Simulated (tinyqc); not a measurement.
# From one set of inputs to another, one input at a time

Model: implant damage, amorphisation by cascade overlap, and solid-phase epitaxial regrowth. Computed by tinyqc, a small Python program. Command: `OMP_NUM_THREADS=1 python tinyqc.py 3110352 3110353 out.jsonl sper ladder`. One thread of a shared host (Intel(R) Xeon(R) Processor @ 2.30GHz), about 0.02 s of CPU time with the checks.

Range and width of the damage are inputs. Dynamic annealing enters only through the surviving share f.

The inputs printed are set A. Set A is modelled on fluorine ions in silicon; the values taken over come from a set modelled on indium ions in silicon. Inputs not listed in the table keep their values of set A, so the rows need not describe a real material.

Inputs (values chosen for the exercise, modelled on fluorine ions in silicon): atomic density N = 49.9 1/nm^3; ion Z1 = 9; ion mass M1 = 19 u; target Z2 = 14; target mass M2 = 28.09 u; ion energy E = 8.5 keV; displacement energy E_d = 16 eV; depth of the damage peak R_d = 9.4 nm; width of the damage profile s_d = 4.4 nm; share of defects that survive f = 0.4; critical displaced share x_c = 0.18; dose Q = 4.7e+14 1/cm^2; regrowth prefactor v0 = 3.5e+15 nm/s; regrowth energy E_a = 2.7 eV; anneal temperature = 510 C; rate relative to (100) = 1; peak enhancement by the dopant = 2.3; ramp rate = 58 K/s.

Constants: a_0 = 0.529177210903 angstrom; e^2/(4 pi eps_0) = 14.39964548 eV angstrom; k_B = 8.617333262e-05 eV/K.

Method:
- Robinson partition: eps = E a M2/(Z1 Z2 (e^2/(4 pi eps_0)) (M1 + M2)), a = 0.8853 a_0/sqrt(Z1^(2/3) + Z2^(2/3)); k = 0.0793 Z1^(2/3) Z2^(1/2) (M1 + M2)^(3/2)/((Z1^(2/3) + Z2^(2/3))^(3/4) M1^(3/2) M2^(1/2)); damage energy T_d = E/(1 + k (eps + 0.40244 eps^(3/4) + 3.4008 eps^(1/6))); displacements nu = 0.8 T_d/(2 E_d).
- Displaced share x(z) = f nu Q exp(-(z - R_d)^2/(2 s_d^2))/(sqrt(2 pi) s_d N); the layer is amorphous where x > x_c, between R_d -/+ s_d sqrt(2 ln(x_max/x_c)), the upper edge being cut at the surface. Threshold dose Q_c = Q x_c/x_max.
- v = v0 x orientation factor x exp(-E_a/(k_B T)) x [1 + (enhancement - 1) exp(-(z - R_d)^2/(2 s_d^2))], T = anneal temperature + 273.15 K; the dopant is taken to follow the damage profile; the lower front moves from the lower edge z2 to the surface, or to the middle (z1 + z2)/2 of a buried layer with upper edge z1; time = int dz/v; the equivalent undoped distance is that time times the undoped velocity.
- On a linear ramp from 200 C regrowth ends at the T_f where int v_undoped dT/(ramp rate) equals the equivalent undoped distance.

Each row keeps all changes above it:
```
input moved                           from    to  threshold dose Q_c (1/cm^2)  lower edge (nm)  temperature at which regrowth ends (C)
set A                                    -     -                   1.8539e+14           15.402                                  652.15
peak enhancement by the dopant         2.3   2.8                   1.8539e+14           15.402                                  647.81
depth of the damage peak R_d (nm)      9.4    17                   1.8539e+14           23.002                                  647.81
ramp rate (K/s)                         58   100                   1.8539e+14           23.002                                  661.97
share of defects that survive f        0.4  0.78                   9.5074e+13           24.866                                  672.30
critical displaced share x_c          0.18   0.1                   5.2819e+13           26.200                                  678.86
width of the damage profile s_d (nm)   4.4   7.9                   9.4834e+13           31.135                                  688.37
displacement energy E_d (eV)            16    17                   1.0076e+14           30.864                                  687.56
```

Where does the difference come from?

Threshold dose Q_c goes from 1.85e14 to 1.01e14, a factor 0.543 in all. The largest single move comes from share of defects that survive f (a factor 0.513), and width of the damage profile s_d works against it (a factor 1.80). Lower edge goes from 15.4 to 30.9, a factor 2.00 in all. The largest single move comes from depth of the damage peak R_d (a factor 1.49). Temperature at which regrowth ends goes from 652 to 688, a factor 1.05 in all. The largest single move comes from ramp rate (a factor 1.022), and peak enhancement by the dopant works against it (a factor 0.9933). The single moves hold for this order of the switches; the total does not depend on the order.

Extremes, crossings and ranges named in words are read from the listed rows.
